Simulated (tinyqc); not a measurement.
Born-Mayer model of an ionic crystal AB: one step, computed by the program tinyqc.

Energies are per ion pair and r is the nearest distance of unlike ions.

Problem. Under pressure. Madelung constant M, unlike neighbours z1, like neighbours z2 at f r, volume per pair: rock salt 1.747565, 6, 12, sqrt2, 2 r^3; caesium chloride 1.762675, 8, 6, 2/sqrt3, 8 r^3/(3 sqrt3); zinc blende 1.638055, 4, 12, sqrt(8/3), 16 r^3/(3 sqrt3). U(r) = -M z^2 e^2/(4 pi eps_0 r) + z1 lambda exp(-r/rho). With the volume written as c r^3, under pressure take the root at the minimum of the enthalpy and solve U'(r) + 3 c r^2 P = 0; H = U + P V; B = (U'' - 2 U'/r)/(9 c r).

Inputs (values chosen for the exercise, for a model salt): ionic charge z = 2; unlike repulsion lambda = 3570 eV; range rho = 0.316 angstrom; pressure P = 5 GPa.

Structure: rock salt. Short range: nearest neighbours only.

Constants: e^2/(4 pi eps_0) = 14.39964548 eV angstrom; 1 eV/angstrom^3 = 160.2176634 GPa.

Give: distance at P; volume at P; enthalpy at P; bulk modulus at P.

Solution.

distance at P = 2.645 angstrom

volume at P = 37.01 angstrom^3

enthalpy at P = -31.94 eV per pair

bulk modulus at P = 133.9 GPa
